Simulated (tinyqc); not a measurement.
Stretching all distances: RHF, UHF, MP2, CISD and CCSD against full CI in the 6-31g basis, for H3+, spin multiplicity 1. Computed by the program tinyqc with PySCF. All coordinates are multiplied by the scale. c0^2 is the weight of the RHF determinant in the lowest singlet FCI state (UHF is spin-contaminated and may lie near states of higher spin) and n(LUMO) the first natural occupation beyond the occupied space.

Geometry (angstrom):
```
atom       x       y       z
H     0.0000  0.0000  0.0000
H     0.0000  0.0000  0.8190
H     0.0000  0.7100  0.4100
```

Full CI energy (hartree) and errors against it (kcal/mol):
```
scale   distance 1-2 (angstrom)     E(FCI)      RHF      UHF      MP2    CISD    CCSD  <S^2> UHF    c0^2  n(LUMO)
0.9100                   0.7453  -1.289685  17.3071  17.3071   4.3144  0.0000  0.0000     0.0000  0.9886   0.0108
1.1400                   0.9337  -1.299325  19.8326  19.8326   5.2631  0.0000  0.0000     0.0000  0.9825   0.0168
1.3800                   1.1302  -1.264817  22.2076  22.2076   6.3159  0.0000  0.0000     0.0000  0.9738   0.0255
1.6100                   1.3186  -1.225088  24.5475  24.5475   7.4610  0.0000  0.0000     0.0000  0.9628   0.0365
1.8500                   1.5151  -1.186329  27.4718  27.4718   8.8420  0.0000  0.0000     0.0000  0.9483   0.0508
2.0800                   1.7035  -1.152749  30.9913  30.2803  10.3543  0.0000  0.0000     0.1782  0.9308   0.0681
2.3200                   1.9001  -1.121494  35.5142  29.2519  12.0883  0.0000  0.0000     0.4829  0.9082   0.0902
2.5500                   2.0884  -1.095459  40.6432  25.8601  13.7809  0.0000  0.0000     0.6797  0.8827   0.1152
```

What does the comparison show, and why?

UHF parts from RHF first at scale 2.08 of those listed, where <S^2> leaves zero. The weight c0^2 goes from 0.99 to 0.88 and n(LUMO) from 0.01 to 0.12: static correlation grows as the bonds break into open-shell fragments. The spread of the error along the curve, which distorts its shape, is CISD 0.0, CCSD 0.0, MP2 9.5, UHF 13.0, RHF 23.3 kcal/mol. With two electrons CISD and CCSD are exact.
